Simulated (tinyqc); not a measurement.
## Trench capacitor in an array: capacitance, non-linearity, leakage and relaxation: capacitance, non-linearity and leakage against thickness

A film between two metal electrodes, each interface adding a series capacitance ci. The small-signal permittivity is ek (1 + aq E^2); the field is found with the linear permittivity. Leakage J = J0 sinh(E/Ef). After a voltage step the film passes a relaxation current kr C V tt^(-nr), tt being the time in seconds. The sidewall is a coaxial capacitor with radii a = dm/2 - t and b = dm/2, depth AR dm; the end face is left out.

Planar film: Cf = eps0 ek/t, 1/C = 1/Cf + 2/ci, EOT = 3.9 eps0/C, effective permittivity C t/eps0, E = (V/t) C/Cf; quadratic coefficient [C(V)/C - 1]/V^2 with Cf (1 + aq E^2) in C(V).

Inputs (values chosen for the exercise); permittivity of the order of that of hafnium oxide: relative permittivity of the film ek = 20.4; capacitance of each electrode interface (dead layer and screening) ci = 1000 uF/cm^2; quadratic field coefficient of the permittivity aq = 0.0097 cm^2/MV^2; bias V = 2.3 V; leakage prefactor J0 = 1.2e-10 A/cm^2; field for an e-fold rise of the leakage Ef = 0.36 MV/cm.

Constants: eps0 = 8.8541878128e-14 F/cm where lengths are in cm. Results are converted to the units shown.

Result of one run:
```
C (uF/cm^2)  EOT (nm)  effective permittivity  E (MV/cm)  quadratic coefficient (ppm/V^2)  J (A/cm^2)
0.4197          8.227                   20.38     0.5344                            523.3   2.512e-10
```

Which film thickness t gave this result: 4.3, 6, 16, 43 or 60 nm?

t = 43 nm.

The whole series:
```
t (nm)  C (uF/cm^2)  EOT (nm)  effective permittivity  E (MV/cm)  quadratic coefficient (ppm/V^2)  J (A/cm^2)
4.3           4.166    0.8290                   20.23      5.304                          5.104e4    1.503e-4
6             2.992     1.154                   20.28      3.810                          2.644e4    2.371e-6
8.4           2.141     1.613                   20.31      2.726                          1.357e4    1.167e-7
12            1.501     2.301                   20.34      1.911                             6675    1.212e-8
16            1.126     3.066                   20.35      1.434                             3763    3.223e-9
22           0.8197     4.213                   20.37      1.044                             1994    1.086e-9
31           0.5820     5.933                   20.38     0.7411                             1006   4.624e-10
43           0.4197     8.227                   20.38     0.5344                            523.3   2.512e-10
60           0.3009     11.48                   20.39     0.3831                            269.0   1.532e-10
```

C falls from 4.17 to 0.301 uF/cm^2 while the effective permittivity goes from 20.2 to 20.4 (ek = 20.4). EOT is a straight line in t with slope 3.9/ek = 0.191 and intercept 0.00691 nm. The quadratic coefficient goes as t^(-1.97) between the first two rows and t^(-2.00) between the last two (-2 without interfaces), and J falls by 5.99 decades.

Program tinyqc, `OMP_NUM_THREADS=1 python tinyqc.py 2102177 2102178 out.jsonl`; Intel Xeon 2.30GHz, shared host, one thread, about 0.01 s.
